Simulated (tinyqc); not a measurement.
Inside a calculation. Method: Pariser-Parr-Pople SCF with singles CI, for the molecule O=NC1=CC=C2C=CC=C21 (SMILES; centres numbered as the heavy atoms are written). One step of it, computed by the program tinyqc.

Task: Iteration 3: orbitals and new P. Diagonalise F (the basis is taken as orthonormal) and form P = 2 sum c c over the lowest orbitals; 0.5 of the old P is kept.

F (eV), order 1O, 2N, 3C, 4C, 5C, 6C, 7C, 8C, 9C, 10C:
```
[[-9.054351, -5.961165, -0.060324, 0.430285, 0.125789, -0.187720, -0.307839, -0.026765, 0.463544, 0.398646],
 [-5.961165, -10.750645, -4.116594, -0.126472, 0.170564, 0.131598, -0.018560, -0.019299, 0.074392, -0.090539],
 [-0.060324, -4.116594, -5.142273, -4.642954, -0.372808, 0.358018, 0.586209, 0.096204, -0.716645, -4.249102],
 [0.430285, -0.126472, -4.642954, -6.546859, -5.083855, 0.526165, 0.109792, -0.232146, 0.078604, 0.654506],
 [0.125789, 0.170564, -0.372808, -5.083855, -5.273709, -4.402273, -0.719761, 0.106822, 0.598948, 0.349064],
 [-0.187720, 0.131598, 0.358018, 0.526165, -4.402273, -6.368045, -4.430428, 0.584085, 0.420194, -4.520596],
 [-0.307839, -0.018560, 0.586209, 0.109792, -0.719761, -4.430428, -5.206119, -4.957257, -0.349699, 0.409474],
 [-0.026765, -0.019299, 0.096204, -0.232146, 0.106822, 0.584085, -4.957257, -6.512547, -4.948312, 0.600476],
 [0.463544, 0.074392, -0.716645, 0.078604, 0.598948, 0.420194, -0.349699, -4.948312, -5.266059, -4.448358],
 [0.398646, -0.090539, -4.249102, 0.654506, 0.349064, -4.520596, 0.409474, 0.600476, -4.448358, -6.390825]]
```

pi electrons, sum of z_r less the charge = 10

P after iteration 2, order 1O, 2N, 3C, 4C, 5C, 6C, 7C, 8C, 9C, 10C:
```
[[0.896294, 0.879613, 0.022296, -0.233341, -0.083715, 0.115321, 0.223646, 0.017583, -0.218182, -0.172895],
 [0.879613, 1.092830, 0.433638, 0.048715, -0.090496, -0.069821, 0.012625, 0.012825, -0.036994, 0.034872],
 [0.022296, 0.433638, 0.803953, 0.573629, 0.132347, -0.127089, -0.300511, -0.051461, 0.289986, 0.473211],
 [-0.233341, 0.048715, 0.573629, 1.164624, 0.685959, -0.186788, -0.058737, 0.144069, -0.042044, -0.232288],
 [-0.083715, -0.090496, 0.132347, 0.685959, 0.817214, 0.512312, 0.291316, -0.057138, -0.307007, -0.123887],
 [0.115321, -0.069821, -0.127089, -0.186788, 0.512312, 1.195150, 0.519476, -0.207295, -0.149132, 0.542413],
 [0.223646, 0.012625, -0.300511, -0.058737, 0.291316, 0.519476, 0.821081, 0.653389, 0.124114, -0.145350],
 [0.017583, 0.012825, -0.051461, 0.144069, -0.057138, -0.207295, 0.653389, 1.181279, 0.651444, -0.213169],
 [-0.218182, -0.036994, 0.289986, -0.042044, -0.307007, -0.149132, 0.124114, 0.651444, 0.830015, 0.524045],
 [-0.172895, 0.034872, 0.473211, -0.232288, -0.123887, 0.542413, -0.145350, -0.213169, 0.524045, 1.197559]]
```

Give: orbital energies; P after iteration 3.

Result:

orbital energies (eV): [-17.2476, -15.4403, -12.8867, -11.1945, -10.1627, -4.5120, -2.3229, 1.4019, 2.6642, 3.1890]

P after iteration 3, order 1O, 2N, 3C, 4C, 5C, 6C, 7C, 8C, 9C, 10C:
```
[[0.9067, 0.8876, -0.0105, -0.2347, -0.0672, 0.1217, 0.2126, 0.0151, -0.2098, -0.1776],
 [0.8876, 1.1175, 0.4168, 0.0561, -0.0786, -0.0737, -0.0052, 0.0128, -0.0170, 0.0425],
 [-0.0105, 0.4168, 0.7924, 0.5772, 0.1339, -0.1311, -0.3015, -0.0506, 0.2967, 0.4764],
 [-0.2347, 0.0561, 0.5772, 1.1645, 0.6842, -0.1850, -0.0527, 0.1368, -0.0475, -0.2334],
 [-0.0672, -0.0786, 0.1339, 0.6842, 0.8127, 0.5135, 0.2971, -0.0560, -0.3071, -0.1293],
 [0.1217, -0.0737, -0.1311, -0.1850, 0.5135, 1.2000, 0.5157, -0.2074, -0.1467, 0.5418],
 [0.2126, -0.0052, -0.3015, -0.0527, 0.2971, 0.5157, 0.8071, 0.6540, 0.1338, -0.1422],
 [0.0151, 0.0128, -0.0506, 0.1368, -0.0560, -0.2074, 0.6540, 1.1854, 0.6516, -0.2126],
 [-0.2098, -0.0170, 0.2967, -0.0475, -0.3071, -0.1467, 0.1338, 0.6516, 0.8145, 0.5187],
 [-0.1776, 0.0425, 0.4764, -0.2334, -0.1293, 0.5418, -0.1422, -0.2126, 0.5187, 1.1993]]
```
